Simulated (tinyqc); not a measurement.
Five-level k.p model folded onto the conduction band: sweeps and comparisons. A value that a table varies takes the place of the one given here.

For k along z and one spin sector the level c couples to four states. With c0 = hbar^2/2m0, P = sqrt(Ep c0), P2 = sqrt(Ep2 c0): diagonal Eg + (1 + Cm) c0 k^2 for c, and 0, -Dso, E7 + D2, E7 for lh, so, G8 up, G7 up (their own dispersion is left out); couplings of c: sqrt(2/3) P k to lh, sqrt(1/3) P k to so, sqrt(2/3) P2 k to G8 up, sqrt(1/3) P2 k to G7 up (phases chosen real).

Expanding E = H_cc + S(E) about Eg in powers of k^2, with s_n = sum_j H_cj^2/(Eg - H_jj)^n: order k^2: e2 = (1 + Cm) c0 k^2 + s1; order k^4: e4 = -s2 e2; order k^6: e6 = s3 e2^2 + s2^2 e2.

Second-order sums for the lowest conduction level at E: 1/m = 1 + Cm + (Ep/3)(2/E + 1/(E + Dso)) - (Ep2/3)(2/(E7 + D2 - E) + 1/(E7 - E)); g/2 = 1 + Cg - (Ep/3)(1/E - 1/(E + Dso)) - (Ep2/3)(1/(E7 - E) - 1/(E7 + D2 - E)). E is counted from the top of the valence band; E = Eg at the edge.

Constants: hbar^2/2m0 = 3.80998211 eV angstrom^2.

Values chosen for the exercise (near those of GaAs; not measured data):
- Eg = 1.539 eV (gap at Gamma to the s-like level)
- Dso = 0.341 eV (spin-orbit splitting)
- Ep = 25.5 eV (Kane energy)
- E7 = 4.6 eV (upper Gamma7 conduction level, from the valence top)
- D2 = 0.18 eV (its spin-orbit splitting, Gamma8 above Gamma7)
- Ep2 = 3.8 eV (Kane energy to the upper levels)
- Cm = -0.3 (remote term in 1/m)
- Cg = 0 (remote term in g/2)

## How far the series holds

Energies from Eg; Pk/Eg measures the coupling.

Levels (eV):
```
k (1/angstrom),Pk/Eg,to k^2,to k^4,to k^6,exact
0.0234,0.150,0.0314,0.0308,0.0308,0.0308
0.0535,0.343,0.1644,0.1465,0.1502,0.1494
0.0836,0.535,0.4013,0.2949,0.3481,0.3281
0.1138,0.729,0.7437,0.3782,0.7167,0.5402
0.1439,0.922,1.1891,0.2548,1.6386,0.7662
0.1740,1.114,1.7386,-0.2586,4.0664,0.9949
0.2041,1.307,2.3921,-1.3888,9.8767,1.2176
0.2342,1.500,3.1497,-3.4053,22.3113,1.4272
```

Within 2 % of the exact level stay: the k^2 term in no row, the sum to k^4 up to Pk/Eg = 0.34, the sum to k^6 up to Pk/Eg = 0.34. In the last row the errors are +1722, -4832 and +20884 meV: higher orders make it worse, since the series in k^2 converges only for Pk below about Eg/2 in the two-level limit E = Eg/2 + sqrt(Eg^2/4 + P^2 k^2).

## Mass and g factor above the band edge

The sums are evaluated at E = Eg + dE, as is done for confined or hot electrons.

Results:
```
dE (meV),m(E),g(E),m(E)/m(Eg),1 + dE/Eg
0,0.0663,-0.050,1.0000,1.0000
20,0.0672,-0.004,1.0132,1.0130
50,0.0685,0.062,1.0332,1.0325
100,0.0708,0.165,1.0666,1.0650
150,0.0730,0.259,1.1003,1.0975
200,0.0753,0.345,1.1344,1.1300
300,0.0799,0.498,1.2035,1.1949
```

Over 300 meV the mass grows by 20.4 %, against 19.5 % for two levels alone, and g moves from -0.050 to 0.498, crossing zero near dE = 22 meV.

## Six materials (three-level Kane formulas for mass and g factor)

1/m = 1 + (Ep/3)(2/Eg + 1/(Eg + Dso)), g = 2 - (2 Ep/3)(1/Eg - 1/(Eg + Dso)). The inputs are values chosen for the exercise.

Results:
```
case,Eg (eV),Dso (eV),Ep (eV),m (m0),g,Eg/Ep
A near InSb,0.234,0.805,23.3,0.0134,-49.431,0.0100
B near CdTe,1.627,0.910,18.6,0.0904,-0.734,0.0875
C near ZnSe,2.839,0.405,24.5,0.1079,1.282,0.1159
D near GaP,2.893,0.081,31.8,0.0841,1.800,0.0910
E near Ge,0.890,0.293,26.2,0.0357,-2.861,0.0340
F near GaAs,1.491,0.348,25.7,0.0583,-0.175,0.0580
```

The mass follows the gap: m/(Eg/Ep) lies between 0.92 and 1.33, while m itself spans a factor of 8.1. The order by mass differs from the order by gap. g is negative for A, B, E and F; it needs Ep Dso > 3 Eg (Eg + Dso). Where g is small, two larger terms cancel: 5 % in Ep moves g by (2 - g)/20, and the levels left out move it by tenths. Remote bands, left out here, make real masses heavier, by up to a half in the wider-gap crystals. All rows are for the Gamma valley, which is not the lowest one in GaP and Ge.

## What each parameter does

Mass and g at E = Eg. Each row changes one parameter from the base and keeps the others.

Results:
```
case,m (m0),g
base,0.06635,-0.0495
Eg = 1.385 eV,0.05967,-0.4668
Dso = 0.375 eV,0.06670,-0.2102
Ep = 22.95 eV,0.07399,0.1508
E7 = 5.06 eV,0.06569,-0.0386
D2 = 0.198 eV,0.06633,-0.0539
Ep2 = 3.42 eV,0.06583,-0.0449
```

The largest shifts from the base row, up to three for each result and ties (the steps differ in size, so this ranks the rows, not the parameters). m (m0): Ep +0.00764, Eg -0.00668, E7 -0.00066. g: Eg -0.4172, Ep +0.2004, Dso -0.1606.

Run: tinyqc, `OMP_NUM_THREADS=1 python tinyqc.py 1050182 1050183 out.jsonl`; Intel(R) Xeon(R) Processor @ 2.30GHz, one thread, shared host; about 0.01 s of CPU time with all checks.
